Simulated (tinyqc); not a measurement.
A chain with two barriers and dephasing by Buettiker voltage probes: two steps of the calculation.

Sites 1 to 6 form a chain with hopping -t. Lead L joins site 1 and lead R site 6, both semi-infinite chains with hopping -t and site energy 0. Every site carries a probe with self-energy -i Gamma_p/2 that draws no net current. Linear response at zero temperature: mu_L = 1, mu_R = 0 in units of the bias.

Parameters, values chosen for the exercise:
- t = 1 eV (hopping (matrix element -t))
- U = [2, 0, 0, 0, 0, 3.7] eV (site energies 1 to N)
- E = 1.13 eV (Fermi energy)
- gp = 0.9 eV (probe broadening Gamma_p)

Task 1. Green function. Sigma = t^2 g(E), g(x) = (x - i sqrt(4 t^2 - x^2))/(2 t^2) for |x| < 2 t and (x - sign(x) sqrt(x^2 - 4 t^2))/(2 t^2) otherwise; Gamma = -2 Im Sigma; G = (E - H - Sigma_L - Sigma_R + i Gamma_p/2)^(-1).

Wanted: Sigma; Gamma; G.

Result 1.

Sigma = 0.56500-0.82509i eV
Gamma = 1.6502 eV

G (1/eV):
```
,1,2,3,4,5,6
1,-0.27607-0.26600i,0.26467-0.02970i,-0.03637+0.18045i,-0.14237-0.15785i,0.12621+0.06198i,0.02764+0.03102i
2,0.26467-0.02970i,0.34193-0.38009i,0.17791+0.30532i,-0.40557-0.04499i,0.26015-0.07198i,0.07922+0.00926i
3,-0.03637+0.18045i,0.17791+0.30532i,-0.02727-0.60553i,0.58042+0.39119i,-0.45257-0.09771i,-0.11299-0.07712i
4,-0.14237-0.15785i,-0.40557-0.04499i,0.58042+0.39119i,-0.07427-0.65825i,0.20728+0.38605i,0.01376+0.12874i
5,0.12621+0.06198i,0.26015-0.07198i,-0.45257-0.09771i,0.20728+0.38605i,0.39206-0.43180i,0.15538-0.07454i
6,0.02764+0.03102i,0.07922+0.00926i,-0.11299-0.07712i,0.01376+0.12874i,0.15538-0.07454i,-0.22288-0.11443i
```

Task 2. Current at both leads. In units of (2 q^2/h) times the bias, T_RL + sum_p T_pL (1 - mu_p) leaves L and T_RL + sum_p T_pR mu_p enters R.

T_RL = 0.0047003746

```
probe,T_pL,T_pR,mu_p
1,0.21827407,0.002563558,0.88074874
2,0.10534382,0.009446922,0.75890802
3,0.05032661,0.027795103,0.68565294
4,0.06710844,0.024895469,0.69621434
5,0.02936321,0.044106663,0.64230776
6,0.00256356,0.093220104,0.27721364
```

Give: current leaving L; current entering R.

Result 2.

current leaving L = 0.1047
current entering R = 0.1047

The two are equal: the probes conserve the current.

tinyqc, about 0.01 s, one thread, Intel Xeon 2.30GHz (shared host): `OMP_NUM_THREADS=1 python tinyqc.py 2700012 2700013 out.jsonl`
